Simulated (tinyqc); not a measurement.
Starting guesses with plain Roothaan steps: SCF starting guesses in the sto-3g basis, for H2, spin multiplicity 1. Computed by the program tinyqc with PySCF. RHF with one setting changed at a time; a run stops when the energy changes by less than 1e-09 hartree and the error matrix is below 1e-5. Starts: the lowest orbitals of the core Hamiltonian, of the Wolfsberg-Helmholz matrix (K = 1.75), projected atomic densities, random orbitals, and the highest orbitals of the core Hamiltonian (a deliberately bad start).

Geometry (angstrom):
```
atom       x       y       z
H     0.0000  0.0000  0.0000
H     0.0000  0.0000  0.7610
```

lowest restricted solution found by these runs and by PySCF = -1.115295 hartree

Largest element of the error matrix X^T (FDS - SDF) X:
```
iteration     core  Wolfsberg-Helmholz  atomic densities   random  highest core orbitals
1          6.7e-17             6.7e-17           2.5e-16  8.2e-01                2.9e-17
2          6.7e-17             6.7e-17           2.5e-16  1.2e-01                6.7e-17
3                -                   -           6.7e-17  1.1e-02                6.7e-17
4                -                   -                 -  1.0e-03                      -
5                -                   -                 -  9.3e-05                      -
6                -                   -                 -  8.6e-06                      -
```

How each run ends:
```
run                    iterations  E (hartree)         state
core                            2    -1.115295  lowest found
Wolfsberg-Helmholz              2    -1.115295  lowest found
atomic densities                3    -1.115295  lowest found
random                          7    -1.115295  lowest found
highest core orbitals           3    -1.115295  lowest found
```

What does the comparison show, and why?

5 of 5 runs reach the lowest restricted solution found, in 2 to 7 iterations (fastest: core, Wolfsberg-Helmholz). The first errors are 7e-17, 7e-17, 3e-16, 8e-01, 3e-17; the deliberately bad start has the smallest one, so a small first error does not mark a good start.
